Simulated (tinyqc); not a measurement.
Standing waves and exposure in a photoresist film, step by step. Values are carried at full precision from step to step, so a last printed digit may differ when a step is redone from the rounded ones.

Normal incidence from air. Unexposed resist: N1 = n1 + i k1 with k1 = (A + B) lam/(4 pi), lam in micrometres. r01 = (1 - N1)/(1 + N1), t01 = 2/(1 + N1). Substrate Ns = ns + i ks: r12 = (N1 - Ns)/(N1 + Ns). With p = exp(2 pi i N1 d/lam), the field at depth z is E(z) = t01 [exp(2 pi i N1 z/lam) + r12 p^2 exp(-2 pi i N1 z/lam)]/(1 + r01 r12 p^2), the relative intensity I(z) = n1 |E(z)|^2 and the reflectance R = |(r01 + r12 p^2)/(1 + r01 r12 p^2)|^2.

Values chosen for the exercise (a resist on polySi, indices near tabulated ones; not measured data):

| symbol | value | unit | meaning |
|---|---|---|---|
| lam | 248 | nm | vacuum wavelength |
| n1 | 1.732 |  | resist index |
| A | 0 | 1/micrometre | bleachable absorption (Dill A) |
| B | 1.08 | 1/micrometre | fixed absorption (Dill B) |
| d | 451 | nm | resist thickness |
| ns | 1.699 |  | substrate n |
| ks | 2.796 |  | substrate k |
| C | 0.019 | cm^2/mJ | exposure rate (Dill C) |
| D | 40 | mJ/cm^2 | incident dose |
| Ld | 10 | nm | diffusion length of the post-exposure bake |

## Interface coefficients

Form N1, r01, t01 and r12.

N1 = 1.73200+0.02131i
r01 = -0.2680-0.0057i
t01 = 0.7320-0.0057i
r12 = -0.3909-0.4877i
|r12|^2 = 0.3907

Next to the bottom the intensity swings by a factor ((1 + |r12|)/(1 - |r12|))^2 = 18.8 between antinode and node.

## Round trip and reflectance

Form p^2, the denominator and R; the period of the standing wave is lam/(2 n1).

p^2 = -0.1879+0.5850i
1 + r01 r12 p^2 = 0.9031+0.0347i
R = 0.0350
period = 71.59 nm

The film holds 6.30 periods.

## Intensity and exposure over the lowest period

Nine depths from d - period to d. Without bleaching during the exposure the share of unexposed compound is m = exp(-C D I).

Profile:

| z (nm) | I | m |
|---|---|---|
| 379.4 | 0.461 | 0.704 |
| 388.4 | 0.134 | 0.903 |
| 397.3 | 0.316 | 0.786 |
| 406.3 | 0.897 | 0.506 |
| 415.2 | 1.534 | 0.312 |
| 424.2 | 1.851 | 0.245 |
| 433.1 | 1.661 | 0.283 |
| 442.1 | 1.071 | 0.443 |
| 451.0 | 0.425 | 0.724 |

I runs from 0.134 to 1.851 on these points, so m runs from 0.245 to 0.903; the least exposed point listed lies 62.6 nm above the bottom.

## Smoothing by the bake

Gaussian diffusion of length Ld multiplies a cosine of period L by exp(-2 pi^2 Ld^2/L^2). Give that factor, and the Ld that leaves 10 %.

factor = 0.680
Ld for 10 % = 24.45 nm

## Checks

- R against the transfer-matrix product: both 0.035040.
- Absorption (A + B) d times the mean of I against 1 - R - T: both 0.548.

Run: tinyqc, `OMP_NUM_THREADS=1 python tinyqc.py 1650269 1650270 out.jsonl`; Intel(R) Xeon(R) Processor @ 2.30GHz, one thread, shared host; about 0.01 s of CPU time with all checks.
